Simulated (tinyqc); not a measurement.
Electrons shared among three sets of ellipsoidal valleys: one step. Masses of each set. Three cases, with inputs chosen for the exercise.

Question. One valley: m_d = (ml mt^2)^(1/3). Whole set: m_de = M^(2/3) m_d. Mean over three axes: 1/m_c = (1/ml + 2/mt)/3. Anisotropy K = ml/mt.

Give: m_d, m_de, m_c (m0) and K of each set.

Case 1.

Values chosen (out of a larger set: masses and offsets near those of Si; mobilities are free inputs, held fixed; not measured data):
- ml = (0.936, 0.936, 1.636) m0 (longitudinal masses of Delta2, Delta4, L)
- mt = (0.1808, 0.1808, 0.1193) m0 (transverse masses)
- M = (2, 4, 4) (valleys in each set)

Answer.

m_d, m_de, m_c (m0) and K of each set:
```
set        m_d    m_de     m_c      K
Delta2  0.3128  0.4965  0.2473   5.18
Delta4  0.3128  0.7881  0.2473   5.18
L       0.2856  0.7196  0.1727  13.71
```

m_de/m_c is 2.01 for Delta2, 3.19 for Delta4, 4.17 for L: many anisotropic valleys give many states at a light conductivity mass. m_c is the mean over three axes; a set that holds only some of the equivalent valleys conducts with a mass that depends on direction.

Case 2.

Values chosen (out of a larger set: masses and offsets near those of GaAs; mobilities are free inputs, held fixed; not measured data):
- ml = (0.069, 1.989, 1.275) m0 (longitudinal masses of Gamma, L, X)
- mt = (0.069, 0.0733, 0.2311) m0 (transverse masses)
- M = (1, 4, 3) (valleys in each set)

Answer.

m_d, m_de, m_c (m0) and K of each set:
```
set       m_d    m_de     m_c      K
Gamma  0.0690  0.0690  0.0690   1.00
L      0.2203  0.5550  0.1080  27.14
X      0.4084  0.8494  0.3178   5.52
```

m_de/m_c is 1.00 for Gamma, 5.14 for L, 2.67 for X: many anisotropic valleys give many states at a light conductivity mass. m_c is the mean over three axes; a set that holds only some of the equivalent valleys conducts with a mass that depends on direction.

Case 3.

Values chosen (out of a larger set: masses and offsets near those of GaP; mobilities are free inputs, held fixed; not measured data):
- ml = (1.919, 1.168, 0.134) m0 (longitudinal masses of X, L, Gamma)
- mt = (0.2626, 0.147, 0.134) m0 (transverse masses)
- M = (3, 4, 1) (valleys in each set)

Answer.

m_d, m_de, m_c (m0) and K of each set:
```
set       m_d    m_de     m_c     K
X      0.5096  1.0600  0.3687  7.31
L      0.2933  0.7391  0.2074  7.95
Gamma  0.1340  0.1340  0.1340  1.00
```

m_de/m_c is 2.88 for X, 3.56 for L, 1.00 for Gamma: many anisotropic valleys give many states at a light conductivity mass. m_c is the mean over three axes; a set that holds only some of the equivalent valleys conducts with a mass that depends on direction.

Computed by tinyqc, one run a case: `OMP_NUM_THREADS=1 python tinyqc.py N N+1 out.jsonl` with N = 1681634, 1681785, 1681911; one thread of a shared Intel(R) Xeon(R) Processor @ 2.30GHz, about 0.02 s a run at most.
